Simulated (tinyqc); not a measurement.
Signal and retention of a DRAM cell: one step of the calculation.

A stored one starts at Vd and leaks: Cs dV/dt = -I(V), I = a sqrt((V + Vb)/(Vd + Vb)) + b, with a = Ig exp[-(Eg1 q/kB)(1/T - 1/T0)] (generation in a depletion layer) and b = Is exp[-(Es q/kB)(1/T - 1/T0)]. The bit line is precharged to Vd/2, and charge sharing gives the signal (V - Vd/2) Cs/(Cs + Cb).

Problem. Retention time. With s = sqrt((Vc + Vb)/(Vd + Vb)), the time from Vd to Vc is t = [2 Cs (Vd + Vb)/a] [1 - s - (b/a) ln((a + b)/(a s + b))].

Values chosen for this exercise:
- Vd = 1.2 V (array voltage)
- Cs = 28 fF (cell capacitance)
- Vb = 1.25 V (built-in plus back-bias voltage of the storage junction)
- Ig = 2.2 fA (junction leakage at V = Vd and T0)
- Is = 0.11 fA (voltage-independent leakage at T0)
- Es = 0.43 eV (activation energy of Is)
- T0 = 358 K (reference temperature)
- T = 358 K (temperature)
- Eg1 = 0.6 eV (activation energy of Ig)

Constants: q = 1.602176634e-19 C, kB = 1.380649e-23 J/K. Results are converted to the units shown.

Vc = 0.76607143 V

Find: a; b; retention time; estimate with the current held at a + b.

Solution.

a = 2.2000 fA
b = 0.11000 fA
retention time = 5.5029 s
estimate with the current held at a + b = 5.2597 s

Range of the model: Real arrays also hold a tail of unusually leaky cells and cells whose retention varies in time, which this model lacks.

Computed by the program tinyqc: `OMP_NUM_THREADS=1 python tinyqc.py 2130096 2130097 out.jsonl`, one thread of a shared Intel Xeon 2.30GHz, about 0.01 s for the whole run.
